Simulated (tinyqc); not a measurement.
Worked calculation (part 1 of 3): UKS/PBE0 in the 6-31g basis, for H3, spin multiplicity 2. Computed by tinyqc, a small Python program that keeps every step (integrals from PySCF). Settings: charge = 0, multiplicity = 2, basis = 6-31g, energy threshold = 1e-09, iteration cap = 51, orthogonalisation = canonical, start = atomic densities, DIIS depth = 3, method = UKS, functional = pbe0, grid = [10, 50]. Command: `OMP_NUM_THREADS=1 python tinyqc.py 30330 30331 out.jsonl` (the two numbers bound the seeds that draw the settings). One thread of a shared host (Intel(R) Xeon(R) Processor @ 2.60GHz), about 2 s of CPU time with the checks. Later iterations appear only in the table of the cycle.

## One-electron integrals

Geometry (angstrom):
```
atom         x         y         z
H     0.000000  0.000000  0.000000
H     0.000000  0.000000  1.451000
H     0.000000  1.256000  0.725000
```

Basis 6-31g: exponents (1/bohr^2) and contraction coefficients of normalised primitives:
```
element  l (shell)   exponent  coefficient
H            s (1)  18.731137     0.033495
H            s (1)   2.825394     0.234727
H            s (1)   0.640122     0.813757
H            s (2)   0.161278     1.000000
```

Overlap, kinetic and nuclear-attraction integrals over the contracted functions; the nuclear repulsion is the sum of Za Zb / Rab.

nuclear repulsion = 1.09435737 hartree

overlap S, order 1H 1s, 1H 2s, 2H 1s, 2H 2s, 3H 1s, 3H 2s:
$$\begin{pmatrix}
1.000000 & 0.658292 & 0.064967 & 0.245273 & 0.065142 & 0.245530 \\
0.658292 & 1.000000 & 0.245273 & 0.545373 & 0.245530 & 0.545725 \\
0.064967 & 0.245273 & 1.000000 & 0.658292 & 0.065028 & 0.245363 \\
0.245273 & 0.545373 & 0.658292 & 1.000000 & 0.245363 & 0.545497 \\
0.065142 & 0.245530 & 0.065028 & 0.245363 & 1.000000 & 0.658292 \\
0.245530 & 0.545725 & 0.245363 & 0.545497 & 0.658292 & 1.000000
\end{pmatrix}$$

kinetic energy T (hartree), order 1H 1s, 1H 2s, 2H 1s, 2H 2s, 3H 1s, 3H 2s:
$$\begin{pmatrix}
1.395678 & 0.259735 & -0.048162 & 0.032888 & -0.048187 & 0.032991 \\
0.259735 & 0.241917 & 0.032888 & 0.078608 & 0.032991 & 0.078716 \\
-0.048162 & 0.032888 & 1.395678 & 0.259735 & -0.048171 & 0.032924 \\
0.032888 & 0.078608 & 0.259735 & 0.241917 & 0.032924 & 0.078646 \\
-0.048187 & 0.032991 & -0.048171 & 0.032924 & 1.395678 & 0.259735 \\
0.032991 & 0.078716 & 0.032924 & 0.078646 & 0.259735 & 0.241917
\end{pmatrix}$$

nuclear attraction V (hartree), order 1H 1s, 1H 2s, 2H 1s, 2H 2s, 3H 1s, 3H 2s:
$$\begin{pmatrix}
-2.382816 & -1.222374 & -0.123060 & -0.460967 & -0.123424 & -0.461471 \\
-1.222374 & -1.350245 & -0.460943 & -0.796893 & -0.461484 & -0.797428 \\
-0.123060 & -0.460943 & -2.382690 & -1.222291 & -0.123188 & -0.461120 \\
-0.460967 & -0.796893 & -1.222291 & -1.350142 & -0.461157 & -0.797081 \\
-0.123424 & -0.461484 & -0.123188 & -0.461157 & -2.382884 & -1.222418 \\
-0.461471 & -0.797428 & -0.461120 & -0.797081 & -1.222418 & -1.350301
\end{pmatrix}$$

core Hamiltonian H = T + V (hartree), order 1H 1s, 1H 2s, 2H 1s, 2H 2s, 3H 1s, 3H 2s:
$$\begin{pmatrix}
-0.987138 & -0.962638 & -0.171222 & -0.428078 & -0.171611 & -0.428480 \\
-0.962638 & -1.108328 & -0.428054 & -0.718285 & -0.428493 & -0.718712 \\
-0.171222 & -0.428054 & -0.987012 & -0.962556 & -0.171359 & -0.428196 \\
-0.428078 & -0.718285 & -0.962556 & -1.108225 & -0.428233 & -0.718435 \\
-0.171611 & -0.428493 & -0.171359 & -0.428233 & -0.987206 & -0.962683 \\
-0.428480 & -0.718712 & -0.428196 & -0.718435 & -0.962683 & -1.108384
\end{pmatrix}$$

## Two-electron integrals

Functions are numbered as in S; the eight-fold symmetry (ij|kl) = (ji|kl) = (kl|ij) leaves the list below.

Two-electron integrals (ij|kl) in chemists' order, unique and non-zero (hartree):
```
(11|11) 1.076566   (21|11) 0.578470   (21|21) 0.329423   (22|11) 0.587396
(22|21) 0.361304   (22|22) 0.453150   (31|11) 0.043358   (31|21) 0.026387
(31|22) 0.032042   (31|31) 0.003799   (32|11) 0.107918   (32|21) 0.069540
(32|22) 0.095961   (32|31) 0.011440   (32|32) 0.044961   (33|11) 0.364367
(33|21) 0.239045   (33|22) 0.348634   (33|31) 0.043358   (33|32) 0.203723
(33|33) 1.076566   (41|11) 0.203723   (41|21) 0.117518   (41|22) 0.131561
(41|31) 0.011440   (41|32) 0.030955   (41|33) 0.107918   (41|41) 0.044961
(42|11) 0.273231   (42|21) 0.171266   (42|22) 0.224280   (42|31) 0.020285
(42|32) 0.069037   (42|33) 0.273231   (42|41) 0.069037   (42|42) 0.134781
(43|11) 0.239045   (43|21) 0.156222   (43|22) 0.225692   (43|31) 0.026387
(43|32) 0.117518   (43|33) 0.578470   (43|41) 0.069540   (43|42) 0.171266
(43|43) 0.329423   (44|11) 0.348634   (44|21) 0.225692   (44|22) 0.321152
(44|31) 0.032042   (44|32) 0.131561   (44|33) 0.587396   (44|41) 0.095961
(44|42) 0.224280   (44|43) 0.361304   (44|44) 0.453150   (51|11) 0.043490
(51|21) 0.026466   (51|22) 0.032133   (51|31) 0.002707   (51|32) 0.007754
(51|33) 0.027164   (51|41) 0.010384   (51|42) 0.017483   (51|43) 0.017689
(51|44) 0.024961   (51|51) 0.003820   (52|11) 0.108081   (52|21) 0.069643
(52|22) 0.096091   (52|31) 0.007744   (52|32) 0.025859   (52|33) 0.096334
(52|41) 0.027855   (52|42) 0.056161   (52|43) 0.062668   (52|44) 0.089006
(52|51) 0.011484   (52|52) 0.045056   (53|11) 0.027126   (53|21) 0.017664
(53|22) 0.024923   (53|31) 0.002702   (53|32) 0.010366   (53|33) 0.043404
(53|41) 0.007743   (53|42) 0.017454   (53|43) 0.026415   (53|44) 0.032074
(53|51) 0.002709   (53|52) 0.010375   (53|53) 0.003807   (54|11) 0.096304
(54|21) 0.062646   (54|22) 0.088969   (54|31) 0.007740   (54|32) 0.027832
(54|33) 0.107975   (54|41) 0.025848   (54|42) 0.056126   (54|43) 0.069576
(54|44) 0.096007   (54|51) 0.010388   (54|52) 0.043492   (54|53) 0.011455
(54|54) 0.044994   (55|11) 0.364559   (55|21) 0.239167   (55|22) 0.348778
(55|31) 0.027105   (55|32) 0.096252   (55|33) 0.364434   (55|41) 0.096275
(55|42) 0.211130   (55|43) 0.239088   (55|44) 0.348685   (55|51) 0.043490
(55|52) 0.203949   (55|53) 0.043404   (55|54) 0.203802   (55|55) 1.076566
(61|11) 0.203949   (61|21) 0.117647   (61|22) 0.131702   (61|31) 0.010365
(61|32) 0.027843   (61|33) 0.096321   (61|41) 0.043476   (61|42) 0.065698
(61|43) 0.062660   (61|44) 0.088998   (61|51) 0.011484   (61|52) 0.031030
(61|53) 0.007750   (61|54) 0.027864   (61|55) 0.108081   (61|61) 0.045056
(62|11) 0.273450   (62|21) 0.171400   (62|22) 0.224447   (62|31) 0.017447
(62|32) 0.056127   (62|33) 0.211191   (62|41) 0.065680   (62|42) 0.122399
(62|43) 0.135691   (62|44) 0.189029   (62|51) 0.020353   (62|52) 0.069159
(62|53) 0.017463   (62|54) 0.065702   (62|55) 0.273450   (62|61) 0.069159
(62|62) 0.134955   (63|11) 0.096269   (63|21) 0.062625   (63|22) 0.088946
(63|31) 0.010359   (63|32) 0.043447   (63|33) 0.203802   (63|41) 0.027828
(63|42) 0.065657   (63|43) 0.117564   (63|44) 0.131611   (63|51) 0.007757
(63|52) 0.027856   (63|53) 0.011455   (63|54) 0.030982   (63|55) 0.107975
(63|61) 0.025864   (63|62) 0.056146   (63|63) 0.044994   (64|11) 0.211152
(64|21) 0.135663   (64|22) 0.188981   (64|31) 0.017442   (64|32) 0.065651
(64|33) 0.273308   (64|41) 0.056114   (64|42) 0.122356   (64|43) 0.171313
(64|44) 0.224339   (64|51) 0.017486   (64|52) 0.065714   (64|53) 0.020309
(64|54) 0.069080   (64|55) 0.273308   (64|61) 0.056168   (64|62) 0.122423
(64|63) 0.069080   (64|64) 0.134843   (65|11) 0.239167   (65|21) 0.156299
(65|22) 0.225779   (65|31) 0.017650   (65|32) 0.062614   (65|33) 0.239088
(65|41) 0.062627   (65|42) 0.135648   (65|43) 0.156249   (65|44) 0.225722
(65|51) 0.026466   (65|52) 0.117647   (65|53) 0.026415   (65|54) 0.117564
(65|55) 0.578470   (65|61) 0.069643   (65|62) 0.171400   (65|63) 0.069576
(65|64) 0.171313   (65|65) 0.329423   (66|11) 0.348778   (66|21) 0.225779
(66|22) 0.321252   (66|31) 0.024903   (66|32) 0.088926   (66|33) 0.348685
(66|41) 0.088941   (66|42) 0.188955   (66|43) 0.225722   (66|44) 0.321187
(66|51) 0.032133   (66|52) 0.131702   (66|53) 0.032074   (66|54) 0.131611
(66|55) 0.587396   (66|61) 0.096091   (66|62) 0.224447   (66|63) 0.096007
(66|64) 0.224339   (66|65) 0.361304   (66|66) 0.453150
```

## Orthogonalisation

S = U s U^T; canonical form X = U s^(-1/2), so that X^T S X = 1. Each column of U has its largest component positive (the first on a tie).

eigenvalues of S: [0.216952, 0.217053, 0.365094, 1.172162, 1.172679, 2.856060]

X, order 1H 1s, 1H 2s, 2H 1s, 2H 2s, 3H 1s, 3H 2s:
$$\begin{pmatrix}
0.667746 & 0.563634 & 0.795365 & -0.499721 & -0.421417 & 0.189329 \\
-1.161473 & -0.979647 & -0.529513 & -0.287330 & -0.242402 & 0.284380 \\
0.154045 & -0.860165 & 0.795404 & -0.115280 & 0.643349 & 0.189283 \\
-0.267993 & 1.495317 & -0.529563 & -0.066298 & 0.370138 & 0.284332 \\
-0.821894 & 0.296706 & 0.795343 & 0.614952 & -0.221848 & 0.189354 \\
1.429455 & -0.515651 & -0.529486 & 0.353545 & -0.127594 & 0.284406
\end{pmatrix}$$

## Starting guess

The start is atomic minimal-basis densities projected into this basis (PySCF's MINAO start) and scaled to the electron count of each spin; this density is not idempotent, so its energy is not variational and may lie below the converged one.

D(alpha) at the start, order 1H 1s, 1H 2s, 2H 1s, 2H 2s, 3H 1s, 3H 2s:
$$\begin{pmatrix}
0.181080 & 0.196726 & -0.006768 & 0.001110 & -0.006766 & 0.001108 \\
0.196726 & 0.214547 & 0.001108 & 0.010840 & 0.001109 & 0.010837 \\
-0.006768 & 0.001108 & 0.181080 & 0.196727 & -0.006767 & 0.001108 \\
0.001110 & 0.010840 & 0.196727 & 0.214550 & 0.001110 & 0.010839 \\
-0.006766 & 0.001109 & -0.006767 & 0.001110 & 0.181080 & 0.196725 \\
0.001108 & 0.010837 & 0.001108 & 0.010839 & 0.196725 & 0.214545
\end{pmatrix}$$

D(beta) at the start, order 1H 1s, 1H 2s, 2H 1s, 2H 2s, 3H 1s, 3H 2s:
$$\begin{pmatrix}
0.090540 & 0.098363 & -0.003384 & 0.000555 & -0.003383 & 0.000554 \\
0.098363 & 0.107273 & 0.000554 & 0.005420 & 0.000554 & 0.005418 \\
-0.003384 & 0.000554 & 0.090540 & 0.098363 & -0.003384 & 0.000554 \\
0.000555 & 0.005420 & 0.098363 & 0.107275 & 0.000555 & 0.005419 \\
-0.003383 & 0.000554 & -0.003384 & 0.000555 & 0.090540 & 0.098363 \\
0.000554 & 0.005418 & 0.000554 & 0.005419 & 0.098363 & 0.107273
\end{pmatrix}$$

## Iteration 1: exchange-correlation on the grid

Becke grid with 10 radial and 50 angular points per atom, points of zero weight dropped. rho = sum D_ij phi_i phi_j; V_xc,ij = sum w v_xc phi_i phi_j plus the gradient terms; v_xc is d(rho eps)/d rho(s) for spin s at fixed gradient. Exact exchange is left to K.

The 16 grid points with the largest w rho, of 1494 (bohr, atomic units):
```
x                 y         z         w  rho(alpha)  rho(beta)     eps_xc  v_xc(alpha)
0.000000   0.748398  0.748398  0.158453    0.035691   0.017846  -0.259443    -0.351145
0.000000   0.748398  1.993594  0.158481    0.035682   0.017841  -0.259424    -0.351110
-0.748398  1.625098  1.370051  0.175881    0.031015   0.015507  -0.251311    -0.325045
0.748398   1.625098  1.370051  0.175881    0.031015   0.015507  -0.251311    -0.325045
1.236474   1.137022  1.370051  0.487327    0.010999   0.005500  -0.183572    -0.236978
-1.236474  1.137022  1.370051  0.487327    0.010999   0.005500  -0.183572    -0.236978
0.748398   0.000000  0.748398  0.174592    0.030637   0.015318  -0.250624    -0.323068
-0.748398  0.000000  0.748398  0.174592    0.030637   0.015318  -0.250624    -0.323068
-0.748398  0.000000  1.993594  0.174590    0.030636   0.015318  -0.250622    -0.323064
0.748398   0.000000  1.993594  0.174590    0.030636   0.015318  -0.250622    -0.323064
0.000000   1.625098  2.118450  0.156485    0.033851   0.016925  -0.255653    -0.343209
0.000000   1.625098  0.621653  0.156447    0.033857   0.016928  -0.255665    -0.343236
-0.748398  0.748398  0.000000  0.176665    0.029405   0.014702  -0.248743    -0.315565
0.748398   0.748398  0.000000  0.176665    0.029405   0.014702  -0.248743    -0.315565
-0.748398  0.748398  2.741993  0.176680    0.029400   0.014700  -0.248735    -0.315537
0.748398   0.748398  2.741993  0.176680    0.029400   0.014700  -0.248735    -0.315537
```

electrons on the grid, sum of w rho = 3.000609

E_xc = sum of w rho eps_xc = -0.71872249 hartree

V_xc(alpha) (hartree), order 1H 1s, 1H 2s, 2H 1s, 2H 2s, 3H 1s, 3H 2s:
$$\begin{pmatrix}
-0.409928 & -0.221574 & -0.021554 & -0.082044 & -0.021621 & -0.082154 \\
-0.221574 & -0.232541 & -0.082042 & -0.137003 & -0.082130 & -0.137131 \\
-0.021554 & -0.082042 & -0.409923 & -0.221568 & -0.021579 & -0.082094 \\
-0.082044 & -0.137003 & -0.221568 & -0.232526 & -0.082071 & -0.137070 \\
-0.021621 & -0.082130 & -0.021579 & -0.082071 & -0.409861 & -0.221459 \\
-0.082154 & -0.137131 & -0.082094 & -0.137070 & -0.221459 & -0.232684
\end{pmatrix}$$

V_xc(beta) (hartree), order 1H 1s, 1H 2s, 2H 1s, 2H 2s, 3H 1s, 3H 2s:
$$\begin{pmatrix}
-0.359431 & -0.193450 & -0.018853 & -0.071703 & -0.018909 & -0.071800 \\
-0.193450 & -0.203068 & -0.071702 & -0.119676 & -0.071778 & -0.119786 \\
-0.018853 & -0.071702 & -0.359426 & -0.193445 & -0.018873 & -0.071747 \\
-0.071703 & -0.119676 & -0.193445 & -0.203056 & -0.071727 & -0.119732 \\
-0.018909 & -0.071778 & -0.018873 & -0.071727 & -0.359386 & -0.193351 \\
-0.071800 & -0.119786 & -0.071747 & -0.119732 & -0.193351 & -0.203188
\end{pmatrix}$$

## Iteration 1: building the Kohn-Sham matrix

J_ij = sum D_kl (ij|kl) with D = D(alpha) + D(beta), K_ij = sum D_kl (ik|jl) for each spin; F = H + J - 0.25 K(s) + V_xc; E = tr D H + tr D J / 2 - 0.125 sum_s tr D(s) K(s) + E_xc + E_nn.

Coulomb J (hartree), order 1H 1s, 1H 2s, 2H 1s, 2H 2s, 3H 1s, 3H 2s:
$$\begin{pmatrix}
1.552558 & 0.943228 & 0.102920 & 0.366274 & 0.103206 & 0.366660 \\
0.943228 & 1.202266 & 0.366255 & 0.705642 & 0.366671 & 0.706101 \\
0.102920 & 0.366255 & 1.552446 & 0.943158 & 0.103021 & 0.366391 \\
0.366274 & 0.705642 & 0.943158 & 1.202185 & 0.366421 & 0.705804 \\
0.103206 & 0.366671 & 0.103021 & 0.366421 & 1.552619 & 0.943266 \\
0.366660 & 0.706101 & 0.366391 & 0.705804 & 0.943266 & 1.202309
\end{pmatrix}$$

exchange K(alpha) (hartree), order 1H 1s, 1H 2s, 2H 1s, 2H 2s, 3H 1s, 3H 2s:
$$\begin{pmatrix}
0.528828 & 0.423877 & 0.109418 & 0.224218 & 0.109596 & 0.224404 \\
0.423877 & 0.439155 & 0.224204 & 0.328561 & 0.224412 & 0.328746 \\
0.109418 & 0.224204 & 0.528801 & 0.423836 & 0.109481 & 0.224270 \\
0.224218 & 0.328561 & 0.423836 & 0.439088 & 0.224291 & 0.328626 \\
0.109596 & 0.224412 & 0.109481 & 0.224291 & 0.528843 & 0.423899 \\
0.224404 & 0.328746 & 0.224270 & 0.328626 & 0.423899 & 0.439192
\end{pmatrix}$$

exchange K(beta) (hartree), order 1H 1s, 1H 2s, 2H 1s, 2H 2s, 3H 1s, 3H 2s:
$$\begin{pmatrix}
0.264414 & 0.211939 & 0.054709 & 0.112109 & 0.054798 & 0.112202 \\
0.211939 & 0.219578 & 0.112102 & 0.164281 & 0.112206 & 0.164373 \\
0.054709 & 0.112102 & 0.264401 & 0.211918 & 0.054740 & 0.112135 \\
0.112109 & 0.164281 & 0.211918 & 0.219544 & 0.112145 & 0.164313 \\
0.054798 & 0.112206 & 0.054740 & 0.112145 & 0.264422 & 0.211950 \\
0.112202 & 0.164373 & 0.112135 & 0.164313 & 0.211950 & 0.219596
\end{pmatrix}$$

F(alpha) (hartree), order 1H 1s, 1H 2s, 2H 1s, 2H 2s, 3H 1s, 3H 2s:
$$\begin{pmatrix}
0.023285 & -0.346953 & -0.117211 & -0.199902 & -0.117425 & -0.200076 \\
-0.346953 & -0.248392 & -0.199892 & -0.231786 & -0.200055 & -0.231929 \\
-0.117211 & -0.199892 & 0.023311 & -0.346925 & -0.117288 & -0.199966 \\
-0.199902 & -0.231786 & -0.346925 & -0.248339 & -0.199956 & -0.231858 \\
-0.117425 & -0.200055 & -0.117288 & -0.199956 & 0.023341 & -0.346851 \\
-0.200076 & -0.231929 & -0.199966 & -0.231858 & -0.346851 & -0.248557
\end{pmatrix}$$

F(beta) (hartree), order 1H 1s, 1H 2s, 2H 1s, 2H 2s, 3H 1s, 3H 2s:
$$\begin{pmatrix}
0.139885 & -0.265845 & -0.100832 & -0.161535 & -0.101013 & -0.161671 \\
-0.265845 & -0.164025 & -0.161527 & -0.173388 & -0.161653 & -0.173490 \\
-0.100832 & -0.161527 & 0.139907 & -0.265823 & -0.100896 & -0.161586 \\
-0.161535 & -0.173388 & -0.265823 & -0.163982 & -0.161576 & -0.173442 \\
-0.101013 & -0.161653 & -0.100896 & -0.161576 & 0.139921 & -0.265755 \\
-0.161671 & -0.173490 & -0.161586 & -0.173442 & -0.265755 & -0.164162
\end{pmatrix}$$

total energy of this density = -1.35879289 hartree

This density is the starting one; it is not idempotent, so its energy is not variational and may lie below the converged one.

## Iteration 1: diagonalisation and new density

Diagonalise F' = X^T F X, C = X C', fill 2 alpha and 1 beta electrons from the bottom; D(s) = C_occ C_occ^T. Each column has its largest component positive (the first on a tie).

F' = X^T F X (alpha) (hartree):
$$\begin{pmatrix}
0.688693 & 0.000144 & 0.000225 & -0.281269 & 0.000011 & -0.000089 \\
0.000144 & 0.689168 & -0.000072 & -0.000015 & -0.281097 & 0.000025 \\
0.000225 & -0.000072 & 0.887248 & 0.000008 & 0.000034 & -0.055908 \\
-0.281269 & -0.000015 & 0.000008 & -0.021509 & -0.000028 & 0.000013 \\
0.000011 & -0.281097 & 0.000034 & -0.000028 & -0.021908 & 0.000007 \\
-0.000089 & 0.000025 & -0.055908 & 0.000013 & 0.000007 & -0.436747
\end{pmatrix}$$

orbital energies (alpha) (hartree): MO1 -0.439104, MO2 -0.119607, MO3 -0.119407, MO4 0.786542, MO5 0.786915, MO6 0.889605

coefficients C (alpha), order 1H 1s, 1H 2s, 2H 1s, 2H 2s, 3H 1s, 3H 2s:
$$\begin{pmatrix}
0.222699 & -0.225760 & -0.241280 & 0.494427 & -0.914052 & 0.787785 \\
0.261773 & -0.583297 & -0.623967 & -0.624653 & 1.152699 & -0.542494 \\
0.222622 & 0.321874 & -0.074890 & 0.541718 & 0.886723 & 0.787902 \\
0.261699 & 0.831715 & -0.193687 & -0.684129 & -1.118176 & -0.542559 \\
0.222631 & -0.095980 & 0.315861 & -1.041540 & 0.027302 & 0.784383 \\
0.261989 & -0.248227 & 0.817662 & 1.312351 & -0.034538 & -0.538025
\end{pmatrix}$$

F' = X^T F X (beta) (hartree):
$$\begin{pmatrix}
0.723203 & 0.000128 & 0.000196 & -0.302279 & 0.000009 & -0.000075 \\
0.000128 & 0.723647 & -0.000061 & -0.000019 & -0.302125 & 0.000022 \\
0.000196 & -0.000061 & 0.941064 & -0.000006 & 0.000043 & -0.019679 \\
-0.302279 & -0.000019 & -0.000006 & 0.079698 & -0.000022 & 0.000012 \\
0.000009 & -0.302125 & 0.000043 & -0.000022 & 0.079319 & 0.000003 \\
-0.000075 & 0.000022 & -0.019679 & 0.000012 & 0.000003 & -0.320874
\end{pmatrix}$$

orbital energies (beta) (hartree): MO1 -0.321181, MO2 -0.040183, MO3 -0.040021, MO4 0.842877, MO5 0.843194, MO6 0.941371

coefficients C (beta), order 1H 1s, 1H 2s, 2H 1s, 2H 2s, 3H 1s, 3H 2s:
$$\begin{pmatrix}
0.201739 & -0.191414 & -0.212905 & 0.486628 & -0.933015 & 0.793310 \\
0.276032 & -0.607199 & -0.676020 & -0.589914 & 1.129166 & -0.535165 \\
0.201673 & 0.280127 & -0.059318 & 0.562242 & 0.889334 & 0.793476 \\
0.275964 & 0.888740 & -0.188380 & -0.681278 & -1.076246 & -0.535280 \\
0.201681 & -0.088596 & 0.271940 & -1.053845 & 0.043656 & 0.790177 \\
0.276257 & -0.281340 & 0.864378 & 1.274417 & -0.052929 & -0.531220
\end{pmatrix}$$

D(alpha) after iteration 1, order 1H 1s, 1H 2s, 2H 1s, 2H 2s, 3H 1s, 3H 2s:
$$\begin{pmatrix}
0.100562 & 0.189982 & -0.023088 & -0.129488 & 0.071248 & 0.114384 \\
0.189982 & 0.408761 & -0.129471 & -0.416631 & 0.114264 & 0.213372 \\
-0.023088 & -0.129471 & 0.153163 & 0.325967 & 0.018669 & -0.021573 \\
-0.129488 & -0.416631 & 0.325967 & 0.760236 & -0.021566 & -0.137892 \\
0.071248 & 0.114264 & 0.018669 & -0.021566 & 0.058777 & 0.082152 \\
0.114384 & 0.213372 & -0.021573 & -0.137892 & 0.082152 & 0.130255
\end{pmatrix}$$

D(beta) after iteration 1, order 1H 1s, 1H 2s, 2H 1s, 2H 2s, 3H 1s, 3H 2s:
$$\begin{pmatrix}
0.040699 & 0.055686 & 0.040685 & 0.055673 & 0.040687 & 0.055732 \\
0.055686 & 0.076194 & 0.055668 & 0.076175 & 0.055670 & 0.076256 \\
0.040685 & 0.055668 & 0.040672 & 0.055654 & 0.040674 & 0.055713 \\
0.055673 & 0.076175 & 0.055654 & 0.076156 & 0.055657 & 0.076237 \\
0.040687 & 0.055670 & 0.040674 & 0.055657 & 0.040675 & 0.055716 \\
0.055732 & 0.076256 & 0.055713 & 0.076237 & 0.055716 & 0.076318
\end{pmatrix}$$
